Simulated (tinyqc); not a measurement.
How far the cone holds: pi bands of a honeycomb layer in tight binding.

Lattice vectors a (1,0) and a (1/2, sqrt3/2); f = exp(i ky a/sqrt3) + 2 cos(kx a/2) exp(-i ky a/(2 sqrt3)), w = |f|. H = [[D - t2 F, -t f], [., -D - t2 F]] with F = w^2 - 3, S = [[1, s0 f], [., 1]]; the levels solve det(H - E S) = 0. K = (4 pi/3a, 0), M = (pi/a, pi/(sqrt3 a)); w = 3, 1, 0 at Gamma, M, K.

Values chosen for the exercise (of the size used for graphene; shifted at random, so the results belong to these values and not to a real crystal):

| symbol | value | unit | meaning |
|---|---|---|---|
| a | 2.46 | angstrom | lattice constant |
| t | 2.72 | eV | nearest hopping |
| t2 | 0.2 | eV | second-neighbour hopping |
| s0 | 0.042 |  | overlap of neighbours |
| D | 0 | eV | +D on A, -D on B |

Upper and lower levels at distance q from K towards Gamma (-x) and towards M (+x), measured from 3 t2; cone: sqrt(D^2 + (hbar v q)^2), hbar v = (sqrt3/2) a (t + 3 t2 s0).

Levels (eV):

| q (1/angstrom) | cone | upper, to Gamma | lower, to Gamma | upper, to M | lower, to M |
|---|---|---|---|---|---|
| 0.02 | 0.1170 | 0.1176 | -0.1179 | 0.1160 | -0.1163 |
| 0.05 | 0.2924 | 0.2964 | -0.2984 | 0.2861 | -0.2880 |
| 0.10 | 0.5848 | 0.6000 | -0.6082 | 0.5590 | -0.5662 |
| 0.15 | 0.8773 | 0.9093 | -0.9282 | 0.8179 | -0.8333 |
| 0.20 | 1.1697 | 1.2229 | -1.2575 | 1.0621 | -1.0881 |
| 0.30 | 1.7545 | 1.8580 | -1.9392 | 1.5033 | -1.5559 |
| 0.40 | 2.3394 | 2.4944 | -2.6433 | 1.8778 | -1.9608 |
| 0.60 | 3.5091 | 3.7303 | -4.0758 | 2.4127 | -2.5517 |

What can be read from this table?

At q = 0.2 the upper band lies +53 meV from the cone towards Gamma and -108 meV towards M; half their difference, 80 meV, is the trigonal warping, steeper towards Gamma, and their mean, -27 meV, comes from the bending of the band and from t2 or the overlap. All four values stay within 5 % of the cone up to q = 0.1. The electron-hole asymmetry, upper plus lower towards Gamma, is -35 meV at q = 0.2.

tinyqc: `OMP_NUM_THREADS=1 python tinyqc.py 1452806 1452807 out.jsonl`; about 0.01 s, one thread, shared Intel(R) Xeon(R) Processor @ 2.30GHz.
